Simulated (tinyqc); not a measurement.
# Ground and coupling capacitance from two measurements

Problem. A line has Cg to the planes and Cc to each of two neighbours. Find Cg, Cc, the load when both neighbours switch in antiphase, and the pulse on the line when it floats and both neighbours swing by Vx.

Inputs (values chosen for the exercise):
```
symbol,value,unit,meaning
Vx,0.8,V,swing
```

capacitance with neighbours driven alike and with neighbours grounded (aF/um): 79  241

Answer. Driven alike, Cc carries no charge, which leaves Cg; grounded neighbours give Cg + 2 Cc, antiphase Cg + 4 Cc; a floating line divides the swing as 2 Cc/(Cg + 2 Cc).

Cg = 79.0 aF/um
Cc = 81.0 aF/um
load in antiphase = 403 aF/um
pulse = 0.538 V

tinyqc, about 1 s, one thread, Intel Xeon 2.30GHz (shared host): `OMP_NUM_THREADS=1 python tinyqc.py 2790102 2790103 out.jsonl`
